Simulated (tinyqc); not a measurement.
KAI against NLS in time: switching kinetics of a ferroelectric film and the memory window of a ferroelectric gate stack. Computed by tinyqc, a small Python program. Command: `OMP_NUM_THREADS=1 python tinyqc.py 3000111 3000112 out.jsonl feswitch walk`. One thread of a shared host (Intel(R) Xeon(R) Processor @ 2.30GHz), about 0.01 s of CPU time with the checks.

Fields in MV/cm; 1 microcoulomb/cm^2 over eps_0 is 11.29409 MV/cm. In the stack (metal, ferroelectric, interlayer, channel) the channel is taken as a conductor.

Inputs (values chosen for the exercise, for a model hafnia-based film): dimension n = 3; half width w of log10 t = 0.79.

Method. KAI: 1 - exp[-(t/t1)^n]. NLS: the same kernel averaged over the Lorentzian F = (1/pi) w/[(z - log10 t1)^2 + w^2] in z = log10 tau.

Switched share:
```
log10(t/t1)     KAI      NLS
-3.0         0.0000  0.08453
-2.0         0.0000  0.12547
-1.0         0.0010  0.23048
-0.5         0.0311  0.35036
-0.2         0.2221  0.45447
0.0          0.6321  0.53100
0.2          0.9813  0.60482
0.5          1.0000  0.69749
1.0          1.0000  0.79679
2.0          1.0000  0.88395
3.0          1.0000  0.91992
```

What follows from these numbers?

KAI goes from 10 to 90 % within 0.45 decades of time; a Lorentzian of this width needs about 2 w tan(0.4 pi) = 4.9 decades. Three decades after t1, 8.0 % of the NLS film has not switched, and three decades before it 8.5 % already has: the tails set write margins and disturb errors.
